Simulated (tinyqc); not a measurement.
# Floating body of a partially depleted SOI transistor: body voltage and kink: two studies

Source at 0 V. Channel current Ic = 2 nf K Vt^2 [F(0) - F(Vd)](1 + la Vd), F(V) = ln^2(1 + exp((Vg - VT - nf V)/(2 nf Vt))), VT = VT0 - gb Vb. Saturation voltage Vs = 2 Vt sqrt(F(0)) + 3 Vt, excess Ve = (Vd - Vs + sqrt((Vd - Vs)^2 + 0.0004 V^2))/2, multiplication M1 = Ai Ve exp(-Bl/Ve). Each junction passes D(v) = J1 (exp(v/Vt) - 1) + J2 (exp(v/(2 Vt)) - 1). Bipolar current Ib = bb J1 (exp(Vb/Vt) - 1). The body settles where M1 (Ic + Ib) = D(Vb) + D(Vb - Vd) + Vb/Rb; drain current Id = (1 + M1)(Ic + Ib) - D(Vb - Vd).

Inputs (values chosen for the exercise); values of the order met in partially depleted silicon-on-insulator transistors: temperature T = 398 K; threshold at zero body voltage VT0 = 0.34 V; fall of the threshold per volt of body voltage gb = 0.35; slope factor nf = 1.38; gain factor per width K = 120 uA/(V^2 um); channel-length modulation factor la = 0.06 1/V; impact-ionisation prefactor Ai = 3.29 1/V; impact-ionisation voltage Bl = 4.9 V; diffusion saturation current of each junction J1 = 7.5e-10 uA/um; recombination saturation current of each junction J2 = 9.5e-8 uA/um; gain of the lateral bipolar transistor on the diffusion current bb = 1; resistance of a weak body tie to the source (1e9 stands for no tie, and the term is then dropped) Rb = 1e9 kohm um; gate voltage Vg = 0.4 V; drain voltage Vd = 1.6 V.

Constants: q = 1.602176634e-19 C, kB = 1.380649e-23 J/K, Vt = kB T/q. Results are converted to the units shown.

Each table varies one quantity; the others keep the values above.

## Output curve and kink

Rows with more than one solution for Vb (latch) are left out; dId/dVd by a forward difference over 1e-4 V, swing = 1e-4 V over the change of log10 Id; M1 under 1e-12 is printed as 0.

Output curve and kink:
```
Vd (V)	Vb (V)	M1	Id, floating (uA/um)	Id, grounded (uA/um)	ratio	dId/dVd, floating (uS/um)	dId/dVd, grounded (uS/um)
0.68	0.3462	1.920e-5	1.707	0.4552	3.750	5.927	0.02721
0.84	0.4734	3.333e-4	2.503	0.4600	5.441	4.230	0.03422
1	0.5502	0.002341	3.104	0.4668	6.649	3.389	0.05423
1.16	0.6032	0.009266	3.618	0.4782	7.566	3.124	0.09025
1.32	0.6424	0.02560	4.135	0.4965	8.328	3.437	0.1410
1.48	0.6730	0.05588	4.752	0.5239	9.070	4.389	0.2030
1.64	0.6983	0.1038	5.582	0.5619	9.934	6.145	0.2727
1.8	0.7203	0.1718	6.781	0.6114	11.09	9.110	0.3467
```

Vb rises from 0.346 to 0.720 V and the ratio of the currents rises from 3.75 to 11.1. The output conductance with a floating body exceeds the grounded value by the largest factor among the rows, 218, at Vd = 0.68 V, where Vb = 0.346 V and M1 = 1.92e-5.

## Transfer curve and swing

Same model as above.

Transfer curve and swing:
```
Vg (V)	Vb (V)	M1	Id, floating (uA/um)	Id, grounded (uA/um)	ratio	swing, floating (mV/decade)	swing, grounded (mV/decade)
-0.11	0.4032	0.1853	8.271e-4	3.740e-5	22.12	76.90	109.7
-0.01	0.5061	0.1813	0.01351	3.036e-4	44.51	88.72	110.4
0.09	0.5861	0.1695	0.1402	0.002398	58.47	112.8	112.9
0.19	0.6409	0.1471	0.7724	0.01752	44.08	166.6	119.8
0.29	0.6732	0.1193	2.374	0.1074	22.12	255.1	137.1
0.39	0.6911	0.09249	5.028	0.4840	10.39	368.8	174.3
0.49	0.7005	0.06933	8.609	1.511	5.696	495.1	238.1
0.59	0.7042	0.05029	13.01	3.458	3.763	624.9	326.7
0.69	0.7040	0.03517	18.19	6.382	2.850	753.2	431.8
```

Vb rises from 0.403 to 0.704 V. The smallest swing among the rows is 76.9 mV a decade with a floating body (at Vg = -0.11 V) and 110 with a grounded one; Vt ln 10 = 79.0. The floating swing is smaller by more than 3 % for Vg = -0.11, -0.01 V, where the rising Vb lowers the threshold as Vg rises. In the first row the floating body raises the current by a factor of 22.1.

Range of the model: The multiplication law is an empirical form chosen for the exercise; self-heating and capacitive coupling to the body are left out, and the linear laws are rough once Vb passes about 0.7 V or M1 about 0.1.

tinyqc, about 0.2 s, one thread, Intel Xeon 2.30GHz (shared host): `OMP_NUM_THREADS=1 python tinyqc.py 2182226 2182227 out.jsonl`
